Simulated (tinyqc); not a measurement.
## Ideality, saturation current and resistance from three points

Problem. Well above the saturation current a diode obeys V = n Vt ln(I/I0) + I Rs. Find n, Rs and I0.

Parameters, values chosen for the exercise: temperature T = 300 K.

Constants: q = 1.602176634e-19 C, kB = 1.380649e-23 J/K, Vt = kB T/q. Results are converted to the units shown.

currents (A): 2e-6  0.0003  0.008
voltages (V): 0.51192313  0.74407663  1.0012704

Solution. V is linear in the three unknowns n Vt, Rs and -n Vt ln I0, so three points give a linear system.

n = 1.76
Rs = 14.0 ohm
I0 = 2.60e-11 A

tinyqc, about 0.01 s, one thread, Intel Xeon 2.30GHz (shared host): `OMP_NUM_THREADS=1 python tinyqc.py 2260139 2260140 out.jsonl`
